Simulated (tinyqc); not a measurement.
Inside a calculation: free and nearly free electrons in a metal. Values are carried at full precision from step to step, so a last printed digit may differ when a step is redone from the rounded ones.

The cubic cell holds 4 atoms: n = 4 z/a^3, kF = (3 pi^2 n)^(1/3), EF = c kF^2/m, vF = 2 c kF/(m hbar), c = hbar^2/2m0; rs = (3/(4 pi n))^(1/3)/a0; D(EF) = 3 n/(2 EF).

Constants: hbar^2/2m0 = 3.80998211 eV angstrom^2; hbar = 6.58211957e-16 eV s; a0 (Bohr radius) = 0.5291772105 angstrom; kB = 8.617333262e-05 eV/K.

Parameters, chosen for this exercise (near those of Al; the results hold for these values, not for the real material): a = 4.07 angstrom (fcc lattice constant); z = 3 (free electrons an atom); m = 1.33 m0 (mass); rho = 2.91 micro-ohm cm (bulk resistivity); T = 320 K; V = 0.42 eV (|V_G| for G = (111)); x = 0.67 (k along G as a share of |G|/2).

## The Fermi sphere

Evaluate the free-electron quantities.

n = 0.17799 1/angstrom^3
kF = 1.7402 1/angstrom
EF = 8.675 eV
vF = 1.515e+06 m/s
rs = 2.084
D(EF) per atom = 0.5187 1/eV

A mass this far above 1 is of the kind met in the specific heat (electron-phonon coupling); it understates EF and vF of the real bands.

## Relaxation time and mean free path

Drude: 1/rho = n e^2 tau/(m m0) with e = 1.602176634e-19 C and m0 = 9.1093837e-31 kg; mean free path l = vF tau; rho l = hbar kF/(n e^2) = 12 pi^3 hbar/(e^2 S) with S = 4 pi kF^2 does not depend on tau or m.

Use SI units: n in 1/m^3 (1e30 per 1/angstrom^3), rho in ohm m (1e-8 per micro-ohm cm).

tau = 9.11 fs
l = 13.80 nm
rho l = 4.017 1e-16 ohm m^2

Wires lose conductivity to surfaces and grain boundaries, with an excess that scales as rho l over the width and is of the order of rho itself at a width of l = 14 nm.

## Thermal quantities

gamma = (pi^2/3) kB^2 D(EF) per atom, times 96485.33 x 1e3 for mJ/(mol K^2); mu(T) = EF (1 - (pi kB T/EF)^2/12); Wiedemann-Franz kappa = L0 T/rho with L0 = (pi^2/3) (kB/e)^2, kB/e in V/K.

gamma = 1.223 mJ/(mol K^2)
mu - EF = -0.0721 meV
kappa = 269 W/(m K)

## The sphere against the zone faces

Take G = (hkl) 2 pi/a for (111), (200) and (220), with the number of equivalent faces. The Bragg plane of G lies at |G|/2 with |G| = (2 pi/a) sqrt(h^2 + k^2 + l^2). Where kF exceeds it, the sphere cuts the plane in a circle of radius sqrt(kF^2 - G^2/4).

Distance and circle for each G:
```
G      faces  |G|/2 (1/angstrom)  kF/(|G|/2)  circle radius
(111)      8              1.3370      1.3016         1.1140
(200)      6              1.5438      1.1273         0.8032
(220)     12              2.1832      0.7971              -
```

The sphere crosses the (111) and (200) faces, so electrons spill into higher zones.

## Two plane waves near the face

Two plane waves k and k - G, G = (111) (2 pi/a): H = [[c k^2/m, V], [V, c (k - G)^2/m]] with c = hbar^2/2m0.

Build H for k along G, diagonalise, and give the weight of the first wave in the lower state and its velocity along G relative to a free electron, (w k + (1 - w)(k - G))/k.

H (eV):
```
        1       2
1  2.2985  0.4200
2  0.4200  9.0575
```

levels (eV): 2.2725  9.0835

w = 0.9962
v/v_free = 0.9886

The splitting is 6.811 eV here and 2V = 0.84 eV on the face, where the normal velocity vanishes. There the lower band lies at 4.700 eV and the upper at 5.540 eV, both below the free EF of 8.675 eV: the face centre is filled in both bands and band 2 holds electrons here, while band 1 may keep holes at the zone corners.

## Checks

- Lower level against the closed form of the 2 x 2 problem (eV): both 2.2725.
- The product rho l against hbar kF/(n e^2) (1e-16 ohm m^2): both 4.017.

(tinyqc, `OMP_NUM_THREADS=1 python tinyqc.py 1680331 1680332 out.jsonl`, Intel(R) Xeon(R) Processor @ 2.30GHz, 1 thread, shared host, about 0.01 s.)
